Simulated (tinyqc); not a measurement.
Inside a calculation. Model: signal and retention of a DRAM cell.

tinyqc, about 0.01 s, one thread, Intel Xeon 2.30GHz (shared host): `OMP_NUM_THREADS=1 python tinyqc.py 2130069 2130070 out.jsonl` Printed values are rounded.

A stored one starts at Vd and leaks: Cs dV/dt = -I(V), I = a sqrt((V + Vb)/(Vd + Vb)) + b, with a = Ig exp[-(Eg1 q/kB)(1/T - 1/T0)] (generation in a depletion layer) and b = Is exp[-(Es q/kB)(1/T - 1/T0)]. The bit line is precharged to Vd/2, and charge sharing gives the signal (V - Vd/2) Cs/(Cs + Cb).

Parameters, values chosen for the exercise:
- Vd = 1.1 V (array voltage)
- Cs = 9 fF (cell capacitance)
- Cb = 39 fF (bit-line capacitance)
- dm = 70 mV (smallest signal that the sense amplifier resolves)
- Vb = 1.33 V (built-in plus back-bias voltage of the storage junction)
- Ig = 5.9 fA (junction leakage at V = Vd and T0)
- Is = 0.14 fA (voltage-independent leakage at T0)
- Es = 0.43 eV (activation energy of Is)
- T0 = 358 K (reference temperature)
- T = 368 K (temperature)
- sg = 0.91 (deviation of ln(retention time) over the cells)
- Nc = 1.72e10 (cells)
- tr = 32 ms (refresh interval)
- Eg1 = 0.58 eV (activation energy of Ig)

Constants: q = 1.602176634e-19 C, kB = 1.380649e-23 J/K. Results are converted to the units shown.

Range of the model: Real arrays also hold a tail of unusually leaky cells and cells whose retention varies in time, which this model lacks.

## Signal and margin

The cell fails below Vc = Vd/2 + dm (Cs + Cb)/Cs.

transfer ratio = 0.1875
signal of a fresh one = 103.125 mV
Vc = 0.923333 V
charge that may be lost = 1.59 fC
the same in electrons = 9924.00

## Retention time

With s = sqrt((Vc + Vb)/(Vd + Vb)), the time from Vd to Vc is t = [2 Cs (Vd + Vb)/a] [1 - s - (b/a) ln((a + b)/(a s + b))].

a = 9.83393 fA
b = 0.204466 fA
retention time = 0.161318 s
estimate with the current held at a + b = 0.158392 s

The constant-current estimate is 1.8 % below the true time, since the junction leaks less as V falls.

## Failing cells

This time is the median of a log-normal spread: failing cells = Nc erfc(z/sqrt 2)/2, z = ln(t/tr)/sg. One failure is expected at the interval where that count equals 1.

z = 1.77763
failing cells = 6.48999e8
interval for one failure = 0.458056 ms

The weakest cell of the array lies about 6.44 deviations out, a factor of 352 below the median; the chosen interval is longer than that time.
